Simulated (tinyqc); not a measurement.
# From mobility along the first direction back to temperature T

Model: strain, valley repopulation and piezoresistance in a many-valley conduction band. Computed by tinyqc, a small Python program. Command: `OMP_NUM_THREADS=1 python tinyqc.py 3022424 3022425 out.jsonl valleys inv`. One thread of a shared host (Intel(R) Xeon(R) Processor @ 2.30GHz), about 0.1 s of CPU time with the checks.

Valleys are ellipsoids with mass m_l along the axis a and m_t across it, parabolic, with one constant relaxation time; strain shifts the valleys and leaves the masses alone. Currents are taken along [111], along the load, and along [1-10], across the load.

Inputs (values chosen for the exercise, modelled on germanium):

| quantity | value | unit |
|---|---|---|
| longitudinal mass m_l | 1.54 | m_0 |
| transverse mass m_t | 0.0833 | m_0 |
| shear deformation potential Xi_u | 16.5 | eV |
| dilation deformation potential Xi_d | -4.4 | eV |
| C11 | 129 | GPa |
| C12 | 48.4 | GPa |
| C44 | 66.9 | GPa |
| stress X (tension positive) | -1500 | MPa |
| electron density n | 1.5e+18 | 1/cm^3 |
| relaxation time tau | 66 | fs |

Valley axes: <111> (4 valleys). Load: uniaxial [111].

Constants: k_B = 8.617333262e-05 eV/K; m_0 = 9.1093837015e-31 kg; k_B = 1.380649e-23 J/K; hbar = 1.054571817e-34 J s; e = 1.602176634e-19 C.

Method:
- Compliances S11 = (C11 + C12)/((C11 - C12)(C11 + 2 C12)), S12 = -C12/((C11 - C12)(C11 + 2 C12)), S44 = 1/C44; stress sigma_ij = X n_i n_j for the unit vector n of the load; e_xx = S11 sigma_xx + S12 (sigma_yy + sigma_zz), e_xy = S44 sigma_xy/2 (tensor strain).
- Herring-Vogt shift of a valley with unit axis a: dE = Xi_d tr(e) + Xi_u a.e.a.
- Each of the 4 valleys holds n_v = N_v (2/sqrt(pi)) F_1/2((E_F - dE_v)/(k_B T)), N_v = 2 (m_d k_B T/(2 pi hbar^2))^(3/2), m_d = (m_l m_t^2)^(1/3); E_F solves sum n_v = n and is counted from the unstrained edge.
- F_j(eta) = int_0^infinity x^j/(1 + exp(x - eta)) dx, without a gamma-function factor. It is evaluated after integrating by parts.
- Integrals over x = E/(k_B T) use 160 Gauss-Legendre points in u = sqrt(x) from 0 to sqrt(max(eta, 0) + 32).
- Mobility tensor mu = e tau sum_v (n_v/n) [1/m_t + (1/m_l - 1/m_t) a a^T]; unstrained mu_0 = e tau (1/m_l + 2/m_t)/3; resistivity along d from the inverse tensor, rho_d = d.mu^-1.d/(n e), mobility along d = 1/(d.mu^-1.d); gauge pi_d = (rho_d/rho_0 - 1)/X.

Question. A run gave the result below. Find the temperature T, known to lie between 220 and 620 K.

mobility along the first direction = 85.28063 cm^2/(V s)

Answer.

Each step takes the trial c = (a f_b - b f_a)/(f_b - f_a), f being the result less the target and a, b, c the logarithms of the listed values; c replaces end b, the old b replaces a if the sign of f changed, and otherwise f_a is halved.

Scan of the range:

| temperature T (K) | mobility along the first direction (cm^2/(V s)) |
|---|---|
| 220 | 76.207 |
| 261 | 78.383 |
| 311 | 84.512 |
| 369 | 98.015 |
| 439 | 124.028 |
| 522 | 166.162 |
| 620 | 224.938 |

False position (Illinois rule, in the logarithm of the input) inside the bracket:

| step | end a | end b | trial | mobility along the first direction (cm^2/(V s)) |
|---|---|---|---|---|
| 1 | 311.000 | 369.000 | 314.043 | 85.0392 |
| 2 | 369.000 | 314.043 | 314.987 | 85.2067 |
| 3 | 369.000 | 314.987 | 315.559 | 85.3093 |
| 4 | 314.987 | 315.559 | 315.400 | 85.2805 |
| 5 | 315.559 | 315.400 | 315.400 | 85.2806 |
| 6 | 315.559 | 315.400 | 315.400 | 85.2806 |
| 7 | 315.400 | 315.400 | 315.400 | 85.2806 |

Mobility along the first direction rises at every point of a 13-point scan of the range (every second point is shown), so one value fits; it is bracketed by 311 and 369. Answer: temperature T = 315.4 K.
